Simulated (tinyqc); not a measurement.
From one set of inputs to another, one input at a time: Stillinger-Weber potential for a tetrahedral semiconductor. Computed by tinyqc, a small Python program. Command: `OMP_NUM_THREADS=1 python tinyqc.py 3004331 3004332 out.jsonl swsi ladder`. One thread of a shared host (Intel(R) Xeon(R) Processor @ 2.30GHz), about 0.06 s of CPU time with the checks.

With x = r/sigma: pair term eps A (B x^-4 - 1) exp(1/(x - a)); for each pair of neighbours j, k of atom i, three-body term eps lambda exp(gamma/(x_ij - a) + gamma/(x_ik - a)) (cos theta_jik + 1/3)^2; both vanish beyond x = a. A = 7.049556277, B = 0.6022245584, a = 1.8.

The inputs printed are set A. Set A is modelled on silicon; the values taken over come from a set modelled on germanium. Inputs not listed in the table keep their values of set A, so the rows need not describe a real material.

Inputs (values chosen for the exercise, modelled on silicon):
```
quantity                    value      unit
energy scale eps            2.222        eV
length scale sigma          2.109  angstrom
three-body strength lambda   21.8         -
gamma                         1.3         -
```

Constants: 1 eV/angstrom^3 = 160.2176634 GPa.

Method. All angles are tetrahedral, so only the pair term acts; its minimum lies at x = 2^(1/6) with depth eps, and second neighbours lie beyond the cut-off. a0 = 4 d/sqrt3; E = -2 eps per atom. Second derivatives of the energy per atom, volume a0^3/8: e_xx gives C11, e_xx = -e_yy gives 2 (C11 - C12), e_xy = e_yx = h/2 gives the unrelaxed C44(0). Under that shear the second sublattice shifts by u_z; minimising over u_z gives C44 = C44(0) - E_hu^2/(E_uu V) and Kleinman's zeta = |E_hu/E_uu|/(a0/4). The optical force constant is k = 4 E_uu, with M omega^2 = k at the zone centre.

Each row keeps all changes above it:
```
input moved                     from     to  C12 (GPa)  C44 (GPa)  optical force constant k (eV/angstrom^2)
set A                              -      -      82.48      46.43                                     34.88
length scale sigma (angstrom)  2.109  2.165      76.25      42.92                                     33.10
energy scale eps (eV)          2.222  1.896      65.06      36.63                                     28.24
three-body strength lambda      21.8   32.6      57.48      49.78                                     31.08
```

Where does the difference come from?

C12 goes from 82.5 to 57.5, a factor 0.697 in all. The largest single move comes from energy scale eps (a factor 0.853). C44 goes from 46.4 to 49.8, a factor 1.07 in all. The largest single move comes from three-body strength lambda (a factor 1.36), and energy scale eps works against it (a factor 0.853). Optical force constant k goes from 34.9 to 31.1, a factor 0.891 in all. The largest single move comes from energy scale eps (a factor 0.853), and three-body strength lambda works against it (a factor 1.10). The single moves hold for this order of the switches; the total does not depend on the order.

Caution (all rows): the original fit to silicon is too soft in shear (C44) and too stiff for the optical mode.

Extremes, crossings and ranges named in words are read from the listed rows.
